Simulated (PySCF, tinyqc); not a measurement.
A ladder of methods, and size consistency: correlation methods against full CI in the sto-3g basis, for H6, spin multiplicity 1. Computed by the program tinyqc with PySCF. 

Geometry (angstrom):
```
atom,x,y,z
H,0.0000,0.0000,0.0000
H,0.0000,0.0000,0.9810
H,0.0000,0.0000,1.9850
H,0.0000,0.0000,2.9660
H,0.0000,0.0000,3.9710
H,0.0000,0.0000,4.9520
```

RHF energy of one = -3.148561 hartree

All electrons correlated; +Q is the Davidson correction (1 - c0^2) E_corr. The last columns treat two copies 100 angstrom apart as one system. FCI is the lowest singlet.

Correlation energies (hartree):
```
method,E_corr of one,share of FCI (%),E_corr of two at 100 angstrom,two minus twice one (mhartree)
MP2,-0.06071,62.771,-0.12142,0.000
CISD,-0.09245,95.591,-0.17215,12.752
CISD+Q,-0.09990,103.286,-0.19415,5.642
CCSD,-0.09635,99.619,-0.19270,0.000
CCSD(T),-0.09672,100.000,-0.19343,0.000
FCI,-0.09672,100.000,-,-
```

MP2 recovers 63 %, CISD 95.6 % and CCSD 99.6 % of the FCI value (c0^2 = 0.920 in CISD). MP2 and coupled cluster are size consistent, so their last column vanishes; CISD loses 12.75 mhartree, since a double excitation on each copy is a quadruple of the pair, and the Davidson correction leaves +5.64. The restricted reference is unstable here: a spin-polarised solution lies 0.0001 hartree lower (PySCF), so results built on it describe a poor reference.
